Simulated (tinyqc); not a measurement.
# Bandgap voltage reference from two bipolar transistors: effect of the output resistor at T0

Two transistors of area 1 and N carry the same current I. Is(T) = Is (T/T0)^eta exp[(Vg0 q/kB)(1/T0 - 1/T)], VBE1 = Vt ln(I/Is(T)) + I rb, VBE2 = Vt ln(I/(N Is(T))) + I rb/N. The amplifier forces I R1(T) = VBE1 - VBE2 + Vos, with R(T) = R (1 + tc (T - T0)) for both resistors, and the output is Vref = VBE1 + I R2(T). Base currents and the Early effect are neglected.

Vt = kB T/q; I = (Vt ln N + Vos)/(R1(T) - rb (1 - 1/N)). Box coefficient: span of Vref between 233 and 398 K over its average over T and over 165 K. The last column is the R2 that gives zero slope at T0.

Inputs (values chosen for the exercise); values of the order met in silicon bipolar transistors:
- T0 = 323 K (reference temperature)
- Vg0 = 1.175 V (band-gap voltage extrapolated to 0 K)
- eta = 3.6 (temperature exponent of the saturation current)
- Is = 4.4e-18 A (saturation current of the unit transistor at T0)
- N = 15 (area ratio of the second transistor)
- R1 = 3.7 kohm (resistor across which the difference of VBE falls, at T0)
- tc = 0 ppm/K (temperature coefficient of both resistors)
- Vos = 0 mV (offset of the amplifier)
- rb = 0 ohm (series resistance of the unit transistor)

Constants: q = 1.602176634e-19 C, kB = 1.380649e-23 J/K. Results are converted to the units shown.

Effect of the output resistor at T0:

| R2 (kohm) | I at T0 (uA) | Vref at T0 (V) | slope at T0 (uV/K) | box coefficient (ppm/K) | R2 for zero slope (kohm) |
|---|---|---|---|---|---|
| 19.67 | 20.37 | 1.212 | -108.1 | 82.67 | 21.38 |
| 20.31 | 20.37 | 1.225 | -67.73 | 48.94 | 21.38 |
| 20.96 | 20.37 | 1.239 | -26.74 | 21.13 | 21.38 |
| 21.38 | 20.37 | 1.247 | -0.2472 | 15.03 | 21.38 |
| 21.81 | 20.37 | 1.256 | 26.87 | 29.34 | 21.38 |
| 22.45 | 20.37 | 1.269 | 67.24 | 59.25 | 21.38 |
| 23.09 | 20.37 | 1.282 | 107.6 | 90.18 | 21.38 |

As R2 goes from 19.67 to 23.09, Vref rises from 1.212 to 1.282 V and the box coefficient goes from 82.7 through a minimum of 15.0 (at R2 = 21.38 among the rows listed) to 90.2 ppm/K. One per cent in R2 moves the slope by 13.5 uV/K.

Computed by the program tinyqc: `OMP_NUM_THREADS=1 python tinyqc.py 2062121 2062122 out.jsonl`, one thread of a shared Intel Xeon 2.30GHz, about 0.02 s for the whole run.
